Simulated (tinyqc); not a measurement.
The diagram with and without ligand: potential-pH (Pourbaix) lines of a metal, its cation, its oxide and an oxyanion, with a complexing ligand. Computed by tinyqc, a small Python program. Command: `OMP_NUM_THREADS=1 python tinyqc.py 3012698 3012699 out.jsonl pourb walk`. One thread of a shared host (Intel(R) Xeon(R) Processor @ 2.30GHz), about 0.01 s of CPU time with the checks.

Potentials are against the standard hydrogen electrode; solids and water have unit activity; dG_f of M, H+ and the electron is zero; F = e N_A and s = R T ln(10)/F. The cation carries z = 2.

Inputs (values chosen for the exercise, modelled on copper):
```
quantity                                      value    unit
dG_f of the cation                            64.69  kJ/mol
dG_f of the oxide                           -129.66  kJ/mol
dG_f of the oxyanion                        -193.93  kJ/mol
dG_f of water                               -237.14  kJ/mol
temperature T                                298.15       K
log10 of the dissolved activity a                -6       -
log10 of the stability constant beta of ML      4.9       -
pKa of HL                                         9       -
total ligand c_L                              0.014   mol/L
```

Species: M, M2+, MO, MO2(2-).

Constants: R = 8.314462618 J/(mol K); e = 1.602176634e-19 C; N_A = 6.02214076e+23 1/mol.

Method. M2+ + 2e = M; MO + 2H+ + 2e = M + H2O; MO2(2-) + 4H+ + 2e = M + 2H2O. For each, E0 = -dG/(z F), and E = E0 + (s/z) log10 a - (s n_H/z) pH, with no activity term for the oxide. The free ligand is c_L/(1 + 10^(pKa - pH)) (ligand in excess); dissolved metal is a in all, so the free cation is a/alpha, alpha = 1 + beta [L]; the cation line drops by (s/z) log10 alpha.

E0 (V): cation 0.33523, oxide 0.55698, oxyanion 1.45281

s = 0.0591593 V

Lines against the metal (V); the species with the lowest line is stable above it:
```
pH   cation     oxide  oxyanion  stable above  cation with ligand  stable above, ligand
0   0.15775   0.55698    1.2753        cation             0.15775             dissolved
2   0.15775   0.43866    1.0387        cation             0.15775             dissolved
4   0.15775   0.32034    0.8021        cation             0.15761             dissolved
5   0.15775   0.26118    0.6837        cation             0.15640             dissolved
6   0.15775   0.20202    0.5654        cation             0.14816             dissolved
7   0.15775   0.14286    0.4471         oxide             0.12582             dissolved
8   0.15775   0.08370    0.3288         oxide             0.09833                 oxide
9   0.15775   0.02454    0.2105         oxide             0.07653                 oxide
10  0.15775  -0.03462    0.0921         oxide             0.06886                 oxide
12  0.15775  -0.15294   -0.1445         oxide             0.06765                 oxide
14  0.15775  -0.27126   -0.3811      oxyanion             0.06764              oxyanion
```

What follows from these numbers?

Without ligand the oxide holds 5 of the eleven rows (pH 7 to 12), with it 4 (pH 8, 9, 10, 12). The ligand acts once beta [L] exceeds 1, from pH = pKa - log10(beta c_L) = 6.0 on; its line then falls by at most s/z per pH unit and flattens beyond pKa, 0.090 V below the free cation at most. The oxide line falls faster, by s per pH unit, so the oxide takes over again at higher pH.

Extremes, crossings and ranges named in words are read from the listed rows.
